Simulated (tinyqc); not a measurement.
Global model of a low-pressure process discharge: electron temperature, density, ion flux and ion energy: one step, computed by the program tinyqc.

Maxwellian electrons with temperature T_e in eV, one positive ion, no negative ions, uniform bulk density n; rate constants have the Arrhenius form.

Task: Biased electrode. All bias power goes to ions: V_b = P_b/(J pi r^2). Debye length at the sheath edge lambda_D = sqrt(eps_0 T_e/(e h_L n)); Child-law sheath s = (sqrt2/3) lambda_D (2 V/T_e)^(3/4), V = V_b + V_s; ion transit time tau_i = 3 s sqrt(M/(2 e V)); collisions in the sheath s/lambda_i.

Inputs (values chosen for the exercise, of the order of those of an inductive discharge in a simple atomic gas): ion mass M = 28 u; gas temperature T_g = 400 K; bias power P_b = 25 W; radius of the biased electrode = 7.5 cm; bias frequency = 60 MHz.

ion current density J = 1.289369 mA/cm^2

T_e = 2.719402 eV

h_L = 0.3613931

plasma density n = 7.274427e+10 1/cm^3

wall potential V_s = 12.24072 V

ion mean free path = 3.379802 cm

Constants: eps_0 = 8.8541878128e-12 F/m; e = 1.602176634e-19 C; u = 1.6605390666e-27 kg.

Give: bias voltage V_b; lambda_D; sheath width s; ion transit time; transit time over bias period; s/lambda_i.

Result:

bias voltage V_b = 109.72 V

lambda_D = 75.608 micrometre

sheath width s = 1.0388 mm

ion transit time = 107.50 ns

transit time over bias period = 6.4497

s/lambda_i = 0.030737

Ions take many periods to cross and see the mean voltage: a narrow energy distribution. The sheath is nearly free of collisions.
